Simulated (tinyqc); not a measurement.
## Electron continuity equation in a given potential, Scharfetter-Gummel discretisation: three discretisations compared

Steady state in one dimension: J = q mu n E + q D dn/dx with E = -dpsi/dx and D = mu Vt, dJ/dx = 0, fixed densities nL and nR at the ends. The potential is given, psi = 0 for x < L/2 and U (2 x/L - 1) beyond, and is not changed by the electrons.

10 equal intervals. Fluxes J_i = (q D/h)(n_(i+1) P_i - n_i Q_i), d_i = (psi_(i+1) - psi_i)/Vt: Scharfetter-Gummel P = B(d), Q = B(-d), B(d) = d/(exp(d) - 1); central P = 1 - d/2, Q = 1 + d/2; upwind P = 1 + max(-d, 0), Q = 1 + max(d, 0). Balance at each inner node: J_i - J_(i-1) = 0. The reference is Scharfetter-Gummel on 2000 intervals.

Parameters, values chosen for the exercise; mobility close to that of silicon at room temperature:
- T = 250 K (temperature)
- mu = 1360 cm^2/(V s) (electron mobility)
- L = 0.78 um (length of the region)
- nL = 3.8e13 cm^-3 (density at x = 0)
- nR = 0 cm^-3 (density at x = L)
- U = -0.18 V (potential difference psi(L) - psi(0))

Constants: q = 1.602176634e-19 C, kB = 1.380649e-23 J/K, Vt = kB T/q. Results are converted to the units shown.

Densities (cm^-3):
```
node	Scharfetter-Gummel	central	upwind	reference
0	3.8000e13	3.8000e13	3.8000e13	3.8000e13
1	3.7985e13	3.8000e13	3.7557e13	3.7985e13
2	3.7970e13	3.7999e13	3.7114e13	3.7970e13
3	3.7955e13	3.7999e13	3.6671e13	3.7955e13
4	3.7940e13	3.7999e13	3.6228e13	3.7940e13
5	3.7925e13	3.7998e13	3.5785e13	3.7925e13
6	7.1246e12	3.4047e12	1.3231e13	7.1246e12
7	1.3325e12	3.0488e11	4.7877e12	1.3325e12
8	2.4334e11	2.7119e10	1.6266e12	2.4334e11
9	3.8517e10	2.2302e9	4.4308e11	3.8517e10
10	0	0	0	0
```

What does the table show?

Largest errors as a share of the largest reference density listed: Scharfetter-Gummel under 1e-7 %, central 9.8 %, upwind 16 %. The largest |d| is 1.67. Upwinding stays positive but acts as if D were larger by the factor 1 + |d|/2, up to 1.84 here.

tinyqc, about 0.01 s, one thread, Intel Xeon 2.30GHz (shared host): `OMP_NUM_THREADS=1 python tinyqc.py 2220022 2220023 out.jsonl`
